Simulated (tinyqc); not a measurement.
Epitaxial growth on a vicinal surface: Burton-Cabrera-Frank step flow, step-edge barrier and island nucleation: one step, computed by the program tinyqc.

Adatoms land at rate F, hop on a square grid (a simplification for hexagonal faces), desorb, or join steps. Lengths are in units of a and n is the adatom coverage. Steps ascend at x = 0 and descend at x = l.

Question. Step flow or islands. Island density on a flat surface without desorption: N = 0.25 (F/D)^(i/(i+2)) exp(E_i/((i+2) k_B T)) per site, with E_i = 0 for i = 1; spacing l_n = N^(-1/2). Step flow needs an effective width l_eff = 2 x(peak) below l_n. Temperatures in kelvin are T(C) + 273.15.

Inputs (values chosen for the exercise, close to those used for 4H-SiC(0001)): deposition rate F = 0.23 layers/s; temperature T = 1640 C; critical nucleus size i = 1.

D = 1.227369e+08 a^2/s

position of the peak = 6.979245 a

Constants: k_B = 8.617333262e-05 eV/K.

Give: island density N on a flat surface; island spacing l_n; ratio l_eff/l_n.

Answer.

island density N on a flat surface = 3.082e-04 per site

island spacing l_n = 56.96 a

ratio l_eff/l_n = 0.2451

Steps capture adatoms before they meet: step flow. Caution: the prefactor 0.25 and the criterion are estimates, good to a factor of about two in length.
